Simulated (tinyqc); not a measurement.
Hopping conduction between localised states: one step, computed by the program tinyqc.

Energies are counted from the Fermi level. A small network shows the mechanism; the laws of an infinite system follow.

Problem. Kirchhoff solution. Site 1 is held at potential 1 and site 8 at 0; Kirchhoff's law sum_j G_ij (u_i - u_j) = 0 fixes the others; G = sum_j G_1j (1 - u_j). G_ij = G_0 exp(-s_ij).

Inputs (values chosen for the exercise, for a model defective oxide): conductance scale G_0 = 1 microsiemens; temperature T = 390 K.

Dimension: 3D.

s_ij:
$$\begin{pmatrix}
0.00000 & 4.48307 & 5.45132 & 8.80965 & 11.14145 & 15.94214 & 16.19360 & 17.42660 \\
4.48307 & 0.00000 & 3.88169 & 7.41823 & 8.94831 & 13.89950 & 13.67627 & 15.63718 \\
5.45132 & 3.88169 & 0.00000 & 4.76217 & 7.11579 & 12.06303 & 11.49523 & 13.38739 \\
8.80965 & 7.41823 & 4.76217 & 0.00000 & 6.70494 & 9.35046 & 11.47124 & 12.61735 \\
11.14145 & 8.94831 & 7.11579 & 6.70494 & 0.00000 & 5.25311 & 6.55077 & 7.05929 \\
15.94214 & 13.89950 & 12.06303 & 9.35046 & 5.25311 & 0.00000 & 8.33476 & 7.52003 \\
16.19360 & 13.67627 & 11.49523 & 11.47124 & 6.55077 & 8.33476 & 0.00000 & 5.86936 \\
17.42660 & 15.63718 & 13.38739 & 12.61735 & 7.05929 & 7.52003 & 5.86936 & 0.00000
\end{pmatrix}$$

Give: potentials; conductance G; -ln(G/G_0).

Solution.

potentials: [1.0000, 0.9418, 0.9157, 0.8575, 0.4340, 0.3914, 0.1625, 0.0000]

conductance G = 0.0010485 microsiemens

-ln(G/G_0) = 6.8604
